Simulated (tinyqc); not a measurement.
What each parameter does: Gamma, L and X subbands of a thin body with non-parabolic valleys.

Hard walls, flat band, c = hbar^2/2m0, energies from the bulk Gamma edge. For a valley at angle theta to the normal 1/m_z = cos^2/ml + sin^2/mt and m_d = sqrt(ml mt^2/m_z). Subband n starts at E_v + e with e (1 + a e) = c (n pi/t)^2/m_z, and its density-of-states mass is taken as m_d (1 + 2 a e), without further growth at higher in-plane energy. Groups are named by valley and degeneracy.

n_i = g m/(2 pi c) kB T ln(1 + exp((EF - E_i)/kB T)), sum n_i = Ns (1e12/cm^2 = 1e-4/angstrom^2), c = hbar^2/2m0. Quantum capacitance Cq = 1602.176634 sum g m/(2 pi c) f_i in microfarad/cm^2 with f_i = 1/(1 + exp((E_i - EF)/kB T)); Cox = 34.5313/eot (one gate); C/Cox = Cq/(Cq + Cox), the centroid term left out.

Constants: hbar^2/2m0 = 3.80998211 eV angstrom^2; kB = 8.617333262e-05 eV/K.

Values chosen for the exercise (near those of a thin Ge channel; the results hold for these values, not for the real material):

| symbol | value | unit | meaning |
|---|---|---|---|
| face | 110 |  | surface |
| mG | 0.0382 | m0 | Gamma mass |
| aG | 1.02 | 1/eV | Gamma non-parabolicity |
| EL | -0.151 | eV | L edge above Gamma |
| mL | (1.626, 0.08) | m0 | L valleys (four, along <111>): ml, mt |
| EX | 0.008 | eV | X edge above Gamma |
| mX | (0.874, 0.193) | m0 | Delta valleys (six, along <100>): ml, mt |
| aS | 0.62 | 1/eV | non-parabolicity of L and X |
| Ns | 7.7 | x 1e12/cm^2 | sheet density |
| T | 300 | K | temperature |
| eot | 7 | angstrom | equivalent oxide thickness |
| t | 82 | angstrom | body thickness |

n = 1 to 8 of all groups.

One parameter was then changed.

Results before and after:

| case | lowest edge (eV) | EF (eV) | Gamma share (%) | C/Cox |
|---|---|---|---|---|
| base | -0.126 | -0.113 | 0.0 | 0.877 |
| changed | -0.126 | -0.098 | 0.0 | 0.907 |

Which of these changes was made? (a) aG = 0.71 1/eV; (b) EL = -0.101 eV; (c) t = 76 angstrom; (d) T = 250 K; (e) mG = 0.0439 m0; (f) Ns = 11.6 x 1e12/cm^2; (g) eot = 5 angstrom.

Answer: (f) Ns = 11.6 x 1e12/cm^2. Of the candidates, run in turn, only this one gives the changed row.

All candidates:

| case | lowest edge (eV) | EF (eV) | Gamma share (%) | C/Cox |
|---|---|---|---|---|
| base | -0.126 | -0.113 | 0.0 | 0.877 |
| t = 76 angstrom | -0.122 | -0.106 | 0.0 | 0.874 |
| mG = 0.0439 m0 | -0.126 | -0.113 | 0.0 | 0.877 |
| aG = 0.71 1/eV | -0.126 | -0.113 | 0.0 | 0.877 |
| EL = -0.101 eV | -0.076 | -0.066 | 0.0 | 0.881 |
| Ns = 11.6 x 1e12/cm^2 | -0.126 | -0.098 | 0.0 | 0.907 |
| eot = 5 angstrom | -0.126 | -0.113 | 0.0 | 0.836 |
| T = 250 K | -0.126 | -0.106 | 0.0 | 0.886 |

Run: tinyqc, `OMP_NUM_THREADS=1 python tinyqc.py 1280965 1280966 out.jsonl`; Intel(R) Xeon(R) Processor @ 2.30GHz, one thread, shared host; about 0.06 s of CPU time with all checks.
